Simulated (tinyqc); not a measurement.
Worked calculation: exchange-only LDA atom on a uniform radial grid, spin-unpolarised, for Be. Computed by tinyqc, a small Python program that keeps every step. Settings: Z = 4, points = 256, R = 12.8, functional = Slater exchange alone, mixing = 0.4, iteration cap = 75. Command: `OMP_NUM_THREADS=1 python tinyqc.py 27748 27749 out.jsonl` (the two numbers bound the seeds that draw the settings). One thread of a shared host (Intel(R) Xeon(R) Processor @ 2.60GHz), about 0.6 s of CPU time with the checks. Later iterations appear only in the table of the cycle.

## Iteration 1

Spherical atom on a uniform radial grid r_j = j h with h = R/(N + 1), h sum u^2 = 1 and integrals as h times sums, u(0) = u(R) = 0 (atomic units):
```
parameter            value
Z                        4
points N               256
R                12.800000
h                 0.049805
mixing            0.400000
electrons in 1s          2
electrons in 2s          2
```

Three-point differences turn -u''/2 + [l(l+1)/2r^2 - Z/r + V] u = e u into a tridiagonal matrix (diagonal 1/h^2 + potential, off-diagonal -1/2h^2). D = sum f u^2; the Hartree potential y/r solves y'' = -D/r with y(0) = 0, y(R) = N_e; v_xc comes from rho = D/(4 pi r^2); E = sum f e - int D V + int D (V_H/2 + eps_xc); V(new) = V + mixing (V_H + v_xc - V).

eigenvalues (hartree): 1s -7.92216, 2s -1.99506

Every 16th grid point:
```
r            V in     u(1s)      u(2s)         D      V_H       v_xc
0.79689   0.00000   0.53205   -0.53933   1.14792  3.96531   -0.51597
1.59377   0.00000   0.04484   -0.81442   1.33058  2.40573   -0.34144
2.39066   0.00000   0.00283   -0.43054   0.37074  1.66483   -0.17019
3.18755   0.00000   0.00016   -0.16628   0.05530  1.25431   -0.07450
3.98444   0.00000  8.39e-06   -0.05490   0.00603  1.00387   -0.03067
4.78132   0.00000  4.24e-07   -0.01649   0.00054  0.83659   -0.01218
5.57821   0.00000  2.08e-08   -0.00465  4.32e-05  0.71708   -0.00473
6.37510   0.00000  1.00e-09   -0.00125  3.14e-06  0.62744   -0.00180
7.17198   0.00000  4.76e-11   -0.00033  2.12e-07  0.55773   -0.00068
7.96887   0.00000         0   -0.00008  1.36e-08  0.50195   -0.00025
8.76576   0.00000         0  -2.05e-05  8.38e-10  0.45632   -0.00009
9.56265   0.00000         0  -4.99e-06  4.98e-11  0.41829  -3.46e-05
10.35953  0.00000         0  -1.20e-06         0  0.38612  -1.27e-05
11.15642  0.00000         0  -2.83e-07         0  0.35854    0.00000
11.95331  0.00000         0  -6.36e-08         0  0.33464    0.00000
12.75019  0.00000         0  -2.58e-09         0  0.31372    0.00000
```

total energy = -13.1551231 hartree

## Iteration 2

As before.

eigenvalues (hartree): 1s -5.86412, 2s -1.07614

Every 16th grid point:
```
r            V in     u(1s)      u(2s)         D      V_H       v_xc
0.79689   1.37974   0.58540   -0.36726   0.95514  3.74674   -0.48530
1.59377   0.82572   0.06583   -0.78474   1.24029  2.31810   -0.33354
2.39066   0.59785   0.00583   -0.56296   0.63393  1.64611   -0.20351
3.18755   0.47192   0.00047   -0.30052   0.18063  1.25138   -0.11055
3.98444   0.38928  3.61e-05   -0.13933   0.03883  1.00348   -0.05707
4.78132   0.32976  2.68e-06   -0.05952   0.00709  0.83654   -0.02867
5.57821   0.28494  1.96e-07   -0.02411   0.00116  0.71707   -0.01416
6.37510   0.25026  1.41e-08   -0.00940   0.00018  0.62744   -0.00692
7.17198   0.22282  1.00e-09   -0.00357  2.54e-05  0.55773   -0.00335
7.96887   0.20068  7.05e-11   -0.00132  3.50e-06  0.50195   -0.00161
8.76576   0.18249         0   -0.00048  4.66e-07  0.45632   -0.00077
9.56265   0.16730         0   -0.00017  6.02e-08  0.41829   -0.00037
10.35953  0.15444         0   -0.00006  7.58e-09  0.38612   -0.00018
11.15642  0.14342         0  -2.14e-05  9.16e-10  0.35854   -0.00008
11.95331  0.13385         0  -6.76e-06  9.14e-11  0.33464  -3.65e-05
12.75019  0.12549         0  -3.25e-07         0  0.31372    0.00000
```

total energy = -13.7575225 hartree

## Convergence

Stop when input and output potentials agree to 1e-7.

Course of the cycle (hartree):
```
iteration            E     e(1s)     e(2s)  largest |V(out) - V(in)|
1          -13.1551231  -7.92216  -1.99506                  6.77e+00
2          -13.7575225  -5.86412  -1.07614                  3.46e+00
3          -13.9754997  -4.79166  -0.62287                  1.72e+00
4          -14.0463738  -4.24696  -0.39769                  8.27e-01
5          -14.0668899  -3.97812  -0.28517                  3.88e-01
6          -14.0721832  -3.84897  -0.22868                  1.79e-01
7          -14.0734270  -3.78817  -0.20015                  8.30e-02
8          -14.0737019  -3.75988  -0.18558                  3.87e-02
9          -14.0737607  -3.74675  -0.17804                  1.83e-02
10         -14.0737732  -3.74065  -0.17406                  8.74e-03
11         -14.0737758  -3.73780  -0.17193                  4.28e-03
...                ...       ...       ...                       ...
21         -14.0737766  -3.73517  -0.16930                  1.33e-05
22         -14.0737766  -3.73517  -0.16930                  7.86e-06
23         -14.0737766  -3.73517  -0.16929                  4.67e-06
24         -14.0737766  -3.73517  -0.16929                  2.79e-06
25         -14.0737766  -3.73517  -0.16929                  1.66e-06
26         -14.0737766  -3.73517  -0.16929                  9.91e-07
27         -14.0737766  -3.73517  -0.16929                  5.92e-07
28         -14.0737766  -3.73516  -0.16929                  3.53e-07
29         -14.0737766  -3.73516  -0.16929                  2.11e-07
30         -14.0737766  -3.73516  -0.16929                  1.27e-07
31         -14.0737766  -3.73516  -0.16929                  7.64e-08
```

Converged in 31 iterations. A uniform grid resolves the cusp poorly: for a bare nucleus this grid gives 1s at -7.92216 against -Z^2/2 = -8 hartree. Before convergence this energy mixes input and output and is not variational, so it may rise towards its limit.
